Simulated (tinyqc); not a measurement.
Worked calculation: Koster-Slater impurity in a tight-binding band, by Green functions and by supercells. Computed by tinyqc, a small Python program that keeps every step. Command: `OMP_NUM_THREADS=1 python tinyqc.py 3030243 3030244 out.jsonl kosterslater walk`. One thread of a shared host (Intel(R) Xeon(R) Processor @ 2.30GHz), about 0.06 s of CPU time with the checks. Intermediate numbers are printed to about 6 digits and carried at full precision; extremes and crossings named in words are read from the listed rows.

One orbital per site, e(k) = -2 t sum cos(k_i) over 3 direction(s), band from -6 t to 6 t, lattice constant 1. One site has the extra energy U. Spin is left out.

Inputs (values chosen for the exercise, for a model band):
```
quantity                   value      unit
hopping t                    1.7        eV
impurity potential U        9.28        eV
supercell edge N               2     sites
energy inside the band E    8.56        eV
broadening eta              0.26        eV
impurity concentration c  0.0001  per site
```

Lattice: simple cubic.

Constants: hbar = 6.582119569e-16 eV s.

## The host Green function outside the band

Outside the band G0(E) = (1/pi) int_0^pi dk (2/(pi z)) K(16 t^2/z^2), z = E + 2 t cos k, K the complete elliptic integral with parameter m; 200 Gauss-Legendre points. A bound state solves 1/U = G0(E). Energies: 0.05, 0.2, 0.5, 1, 2, 4 and 8 t beyond the band edge on the side of U, rounded to four digits.

Scan on the side of U:
```
E (eV)  G0 (1/eV)  1/U - G0 (1/eV)
10.29    0.137588       -0.0298294
10.54    0.126829       -0.0190702
11.05    0.114043       -0.0062841
11.90    0.100308        0.0074505
13.60    0.082901        0.0248577
17.00    0.063028        0.0447309
23.80    0.043413        0.0643453
```

G0 stays finite at the band edge, 0.252731/t in size, so binding needs |U| > 3.957 t.

## The bound state

Bisection in ln(distance from the edge) between 1e-5 t and |U| + t. Weight on the impurity site: -1/(U^2 dG0/dE), by a central difference with step min(1e-4 t, distance/30). Decay length along an axis: 1/arccosh(1 + distance/(2 t)).

level E_b = 11.3955 eV

distance from the band edge = 1.19549 eV

weight on the impurity site = 0.702557

decay length = 1.22582 sites

The state is compact: most of it sits on the impurity.

## Green function inside the band

Inside the band G0(z), z = E + i eta, comes from the chain form 1/(sqrt(y - 2t) sqrt(y + 2t)) (principal roots) at y = z + 2 t cos k + 2 t cos k', averaged over k and k' in (0, pi) with 200 Gauss-Legendre points each.

G0(E + i eta) = 0.150733-0.053684i 1/eV

## Scattering

T = U/(1 - U G0); phase shift delta = -arg(1 - U G0) in (-pi, pi]; host density of states -Im G0/pi; on the impurity -Im[G0/(1 - U G0)]/pi; lifetime of a band state hbar/(-2 c Im T).

T matrix = -9.0879-11.3526i eV

phase shift delta = -2.24585 rad

host density of states = 0.0170881 1/eV

density of states on the impurity = 0.0419614 1/eV

scattering lifetime = 289.894 fs

The Born approximation would take Im T = U^2 Im G0 = -4.62 eV, 0.407 times the full value.

## The supercell Hamiltonian at Gamma

H_ij = -t for each bond from i to j, images included (two bonds add when N = 2); H_11 = U; sites are numbered with the last coordinate running fastest. Diagonalise.

H (eV):
```
       1      2      3      4      5      6      7      8
1   9.28  -3.40  -3.40   0.00  -3.40   0.00   0.00   0.00
2  -3.40   0.00   0.00  -3.40   0.00  -3.40   0.00   0.00
3  -3.40   0.00   0.00  -3.40   0.00   0.00  -3.40   0.00
4   0.00  -3.40  -3.40   0.00   0.00   0.00   0.00  -3.40
5  -3.40   0.00   0.00   0.00   0.00  -3.40  -3.40   0.00
6   0.00  -3.40   0.00   0.00  -3.40   0.00   0.00  -3.40
7   0.00   0.00  -3.40   0.00  -3.40   0.00   0.00  -3.40
8   0.00   0.00   0.00  -3.40   0.00  -3.40  -3.40   0.00
```

levels (eV): -9.5860  -3.4000  -3.4000  -1.3544  3.4000  3.4000  7.0149  13.2055

## The level in the supercell

In a periodic cell of N sites along each direction with Bloch vector K, the level solves 1/U = N^-d sum_k 1/(E - e(k)), k_i = (2 pi m_i + K_i)/N, m_i = 0..N-1; the outermost root on the side of U is taken (bisection). d is the number of directions. Gamma means K_i = 0, the zone corner K_i = pi, the quarter point K_i = pi/2. The error is measured against the isolated level E_b.

level at Gamma = 13.2055 eV

level at the corner = 9.28 eV

level at the quarter point = 11.2385 eV

error at Gamma = 1.80996 eV

width between Gamma and the corner = 3.92546 eV

Images turn the level into a band 3.93 eV wide; the quarter point misses the isolated level by -0.16 eV, far less than Gamma, because the leading hopping between images averages out there.

## Convergence with cell size

Even N; errors against the isolated level E_b, set to 0 below 1e-6 t.

Error of the level (eV):
```
N   sites        Gamma        corner  quarter point
2       8  1.80996e+00  -2.11549e+00   -1.57027e-01
4      64  1.98903e-01  -1.57027e-01   -3.02662e-03
6     216  2.51427e-02  -2.00925e-02   -7.97511e-05
8     512  3.46146e-03  -3.02662e-03   -2.30449e-06
10   1000  5.19332e-04  -4.83699e-04              0
12   1728  8.26825e-05  -7.97511e-05              0
```

The error at Gamma falls exponentially, between the last two resolved rows by exp(-0.919) per site against 1/(decay length) = 0.816; the rest is the power-law prefactor of the Green function. Gamma and the corner err in opposite directions. Among the sizes listed an error below 1 meV is first reached at N = 10 at Gamma; at the quarter point N = 6 is enough.

## Phase shift across the band

delta/pi = -arg(1 - U G0)/pi counts the states added below E (Friedel); host DOS = -Im G0/pi, DOS on the impurity = -Im[G0/(1 - U G0)]/pi; 13 evenly spaced energies from -(band edge + |U| + 2t) to +(band edge + |U| + 2t).

Across the spectrum:
```
E (eV)    Re G0 (1/eV)  host DOS (1/eV)  DOS on the impurity (1/eV)   delta/pi
-22.8800     -0.045283        0.0001764                    0.000087  -0.001152
-19.0667     -0.055295        0.0002686                    0.000117  -0.001647
-15.2533     -0.071659        0.0004742                    0.000171  -0.002643
-11.4400     -0.106768        0.0013301                    0.000335  -0.006199
-7.6267      -0.155365        0.0231666                    0.003609  -0.085897
-3.8133      -0.166029        0.0632738                    0.006418  -0.199895
0.0000        0.000000        0.0812907                    0.012286  -0.372904
3.8133        0.166029        0.0632738                    0.017123  -0.590767
7.6267        0.155365        0.0231666                    0.035568  -0.684384
11.4400       0.106768        0.0013301                    0.837499  -0.425938
15.2533       0.071659        0.0004742                    0.004218  -0.013129
19.0667       0.055295        0.0002686                    0.001133  -0.005119
22.8800       0.045283        0.0001764                    0.000525  -0.002823
```

delta/pi starts and ends near zero (-0.001 and -0.003): the impurity moves states but creates none. delta/pi is negative in the band, down to -0.68 among these rows (-1 just below the level for small eta), and the lost state returns at the level above the band (11.395 eV).

Checks made by the program: G0 at the level by a direct sum over directions (relative difference below 1e-10); diagonalisation against the k sum (relative difference below 1e-10).
